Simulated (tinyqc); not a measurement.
Quantum-confined Stark effect in a modulator well: sweeps and comparisons. A value that a table varies takes the place of the one given here.

Envelopes on cells of 0.5 angstrom over the well |z| < L/2 and 45 angstrom of barrier on each side, psi = 0 beyond, psi'/m continuous (mean mass between points), c = hbar^2/2m0. The electron sees + e F z and the hole - e F z, each with its offset in the barriers; 1 kV/cm = 1e-5 eV/angstrom. Light holes, band mixing and escape by tunnelling are left out.

Exciton: in-plane function exp(-rho/lam), 1/mu = 1/me + 1/mp, E(lam) = c/(mu lam^2) - (q/eps) times the integral over k of Fm(k)(1 + (k lam/2)^2)^(-3/2), Fm(k) the double integral of psi_e^2 psi_h^2 exp(-k |z - z'|), q = e^2/(4 pi eps0); binding Eb = -E at the minimum. Line at Eg + E_e + E_h - Eb, strength proportional to overlap^2/lam^2.

Constants: hbar^2/2m0 = 3.80998211 eV angstrom^2; e^2/(4 pi eps0) = 14.39964547 eV angstrom; hc = 1239.841984 eV nm.

Inputs chosen for the exercise (near those of a Ge well in SiGe, direct gap; the results hold for these values, not for the real material): L = 86 angstrom (well width); Vc = 0.352 eV (conduction offset); Vv = 0.102 eV (heavy-hole offset); me = 0.0412 m0 (electron, well); meb = 0.0543 m0 (electron, barrier); mh = 0.212 m0 (heavy hole along z, well); mhb = 0.224 m0 (heavy hole, barrier); Eg = 0.846 eV (gap of the well); mp = 0.068 m0 (heavy hole in the plane); eps = 15.6 (dielectric constant); Fs = (0, 14, 27, 41, 56, 72, 90) kV/cm (fields); Ls = (56, 74, 92, 112, 136, 164) angstrom (widths); F_L = 51 kV/cm (field for this table); F = 51 kV/cm (field).

## Raising the field

All quantities anew; shifts from zero field.

Results:

| F (kV/cm) | dE_e (meV) | dE_h (meV) | Eb (meV) | line shift (meV) | overlap^2 | relative strength |
|---|---|---|---|---|---|---|
| 0 | 0.00 | 0.00 | 4.00 | 0.00 | 0.996 | 1.000 |
| 14 | -0.06 | -0.23 | 3.99 | -0.28 | 0.988 | 0.989 |
| 27 | -0.22 | -0.83 | 3.98 | -1.03 | 0.966 | 0.959 |
| 41 | -0.51 | -1.90 | 3.94 | -2.35 | 0.928 | 0.910 |
| 56 | -0.95 | -3.49 | 3.90 | -4.35 | 0.876 | 0.843 |
| 72 | -1.57 | -5.66 | 3.85 | -7.08 | 0.812 | 0.763 |
| 90 | -2.46 | -8.64 | 3.78 | -10.87 | 0.734 | 0.669 |

The line shift grows with exponent 1.99 in F at low field and 1.92 at the end, still close to the quadratic law. The hole gives 79 % of the level shift in the second row and 78 % in the last. The largest shift is 2.7 times the zero-field binding, yet 94 % of the binding survives, since the walls stop the field from pulling the pair apart. The strength keeps 67 %.

## Width of the well

Zero-field line, its shift at F_L and the relative strength.

Results:

| L (angstrom) | line at F = 0 (nm) | Eb (meV) | shift (meV) | relative strength | shift x strength (meV) |
|---|---|---|---|---|---|
| 56 | 1277.8 | 4.24 | -1.40 | 0.966 | 1.36 |
| 74 | 1329.9 | 4.09 | -2.51 | 0.920 | 2.31 |
| 92 | 1364.1 | 3.96 | -4.30 | 0.831 | 3.57 |
| 112 | 1389.6 | 3.81 | -7.22 | 0.676 | 4.88 |
| 136 | 1409.9 | 3.66 | -12.04 | 0.454 | 5.46 |
| 164 | 1425.3 | 3.50 | -19.31 | 0.233 | 4.51 |

The shift grows with exponent 2.09 in L over the first two rows and 2.52 over the last two, against 4 for hard walls at second order; leakage lowers it in narrow wells and saturation in wide ones. The strength falls from 0.97 to 0.23, and the product of the two is largest at 136 angstrom.

## What each parameter does

Zero-field line, shift at F, overlap^2 and Eb at F. Each row changes one parameter from the base and keeps the others.

Results:

| case | line (nm) | shift (meV) | overlap^2 | Eb (meV) |
|---|---|---|---|---|
| base | 1354.2 | -3.62 | 0.894 | 3.92 |
| L = 76 angstrom | 1334.5 | -2.67 | 0.930 | 4.02 |
| F = 41 kV/cm | 1354.2 | -2.35 | 0.928 | 3.94 |
| Vc = 0.282 eV | 1360.1 | -3.75 | 0.887 | 3.89 |
| Vv = 0.128 eV | 1353.1 | -3.27 | 0.906 | 3.94 |
| me = 0.0474 m0 | 1360.1 | -3.62 | 0.893 | 4.18 |
| mh = 0.18 m0 | 1352.4 | -3.57 | 0.903 | 3.90 |
| eps = 14 | 1355.4 | -3.60 | 0.894 | 4.73 |

The largest shifts from the base row, up to three for each result and ties (the steps differ in size, so this ranks the rows, not the parameters). line (nm): L -19.8, me +5.9, Vc +5.8; unchanged at the printed digits by F. shift (meV): F +1.26, L +0.95, Vv +0.34; unchanged at the printed digits by me. overlap^2: L +0.036, F +0.034, Vv +0.011; unchanged at the printed digits by eps. Eb (meV): eps +0.81, me +0.27, L +0.11.

Program tinyqc; command `OMP_NUM_THREADS=1 python tinyqc.py 1251852 1251853 out.jsonl`; about 0.1 s on one thread of a shared Intel(R) Xeon(R) Processor @ 2.30GHz.
